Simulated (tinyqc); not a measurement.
Pariser-Parr-Pople SCF with singles CI, for the molecule C=CC=CN=CCl (SMILES; centres numbered as the heavy atoms are written), step by step. One step of it, computed by the program tinyqc.

Problem. Singles CI, triplets. Over the 6 single excitations with the smallest orbital gaps: A = (e_a - e_i) delta - (ij|ab), with (pq|rs) = sum c_mp c_mq gamma_mn c_nr c_ns.

orbital energies (eV): -14.405169  -12.908013  -11.390549  -8.619716  -2.357913  -0.225471  1.669016

coefficients:
```
,MO1,MO2,MO3,MO4,MO5,MO6,MO7
1C,0.018356,0.155032,0.463169,0.518076,-0.438247,-0.465164,0.290280
2C,0.043116,0.277719,0.588503,0.271019,0.219139,0.482962,-0.468990
3C,0.091055,0.393813,0.362719,-0.462998,0.413323,-0.057992,0.562574
4C,0.174266,0.473020,-0.004802,-0.477896,-0.371024,-0.342632,-0.512269
5N,0.342953,0.523450,-0.420758,0.223263,-0.283841,0.465868,0.289656
6C,0.401320,0.174956,-0.278369,0.378066,0.592824,-0.452155,-0.178958
7Cl,0.824906,-0.464103,0.230268,-0.150380,-0.139349,0.090183,0.030815
```

repulsion gamma_rs (eV), lower triangle:
```
,1C,2C,3C,4C,5N,6C,7Cl
1C,11.130000
2C,5.346287,11.130000
3C,3.872154,5.344569,11.130000
4C,2.881359,3.872154,5.346287,11.130000
5N,2.369078,2.919095,3.941692,5.477679,12.300000
6C,1.946937,2.343780,2.881359,3.872154,5.475875,11.130000
7Cl,1.700577,1.973693,2.383059,2.940350,4.041085,5.553001,13.000000
```

Give: triplet CI matrix; triplet excitation energies.

Solution.

triplet CI matrix (eV), lower triangle:
```
,4>5,4>6,3>5,4>7,2>5,3>6
4>5,1.3743
4>6,-0.4231,3.6012
3>5,0.3595,-1.2160,4.4654
4>7,-0.4068,0.0558,0.4845,4.9915
2>5,0.1514,0.3654,0.1091,0.9377,5.8547
3>6,-1.2160,-0.1740,-0.5036,1.0831,-1.1425,6.1361
```

triplet excitation energies (eV): 0.9980  2.6143  3.4572  5.4817  6.4111  7.4608
